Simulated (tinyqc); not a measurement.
## Trench capacitor in an array: capacitance, non-linearity, leakage and relaxation: charge lost after writing

A film between two metal electrodes, each interface adding a series capacitance ci. The small-signal permittivity is ek (1 + aq E^2); the field is found with the linear permittivity. Leakage J = J0 sinh(E/Ef). After a voltage step the film passes a relaxation current kr C V tt^(-nr), tt being the time in seconds. The sidewall is a coaxial capacitor with radii a = dm/2 - t and b = dm/2, depth AR dm; the end face is left out.

Planar film: Cf = eps0 ek/t, 1/C = 1/Cf + 2/ci, EOT = 3.9 eps0/C, effective permittivity C t/eps0, E = (V/t) C/Cf. A capacitor written for t0 and then left open loses, as a share of C V, kr (tt^(1 - nr) - t0^(1 - nr))/(1 - nr) by relaxation and J tt/(C V) by leakage; both are taken as small, and rows far outside that range are left out.

Inputs (values chosen for the exercise); permittivity of the order of that of zirconium oxide:
```
symbol   value       unit                                                             meaning
ek          38                                              relative permittivity of the film
t          8.1         nm                                                      film thickness
ci        1000    uF/cm^2  capacitance of each electrode interface (dead layer and screening)
aq      0.0077  cm^2/MV^2                     quadratic field coefficient of the permittivity
V          1.5          V                                                                bias
nr       0.991                                             exponent of the relaxation current
kr      0.0043                                                     strength of the relaxation
J0       9e-11     A/cm^2                                                   leakage prefactor
Ef        0.19      MV/cm                             field for an e-fold rise of the leakage
t0        2e-8          s                                         duration of the write pulse
```

Constants: eps0 = 8.8541878128e-14 F/cm where lengths are in cm. Results are converted to the units shown.

The same in every row: leakage current (nA/cm^2) = 709.95.

Result of one run:

| relaxation current (nA/cm^2) | loss by relaxation (%) | loss by leakage (%) | total loss (%) |
|---|---|---|---|
| 2.4458e5 | 3.2451 | 0.0011489 | 3.2462 |

Which time since the start of the write pulse tt gave this result: 1e-5, 0.0001, 0.001, 0.01 or 0.1 s?

tt = 0.0001 s.

The whole series:

| tt (s) | relaxation current (nA/cm^2) | loss by relaxation (%) | loss by leakage (%) | total loss (%) |
|---|---|---|---|---|
| 1e-6 | 2.3465e7 | 1.4596 | 1.1489e-5 | 1.4597 |
| 1e-5 | 2.3956e6 | 2.3431 | 1.1489e-4 | 2.3432 |
| 0.0001 | 2.4458e5 | 3.2451 | 0.0011489 | 3.2462 |
| 0.001 | 24970 | 4.1659 | 0.011489 | 4.1774 |
| 0.01 | 2549.3 | 5.1061 | 0.11489 | 5.2210 |
| 0.1 | 260.26 | 6.0659 | 1.1489 | 7.2148 |

The two currents are equal at tt = 0.0363 s. The loss by relaxation grows from 1.46 to 6.07 %, by 0.883 points over the first decade and 0.960 over the last, while the loss by leakage grows tenfold a decade. Relaxation is the larger loss in every row. For tt = 0.1 the falling voltage would already cut the leakage, so the linear estimate overstates the loss.

Numbers from tinyqc (`OMP_NUM_THREADS=1 python tinyqc.py 2102157 2102158 out.jsonl`; about 0.01 s on one thread of a shared Intel Xeon 2.30GHz).
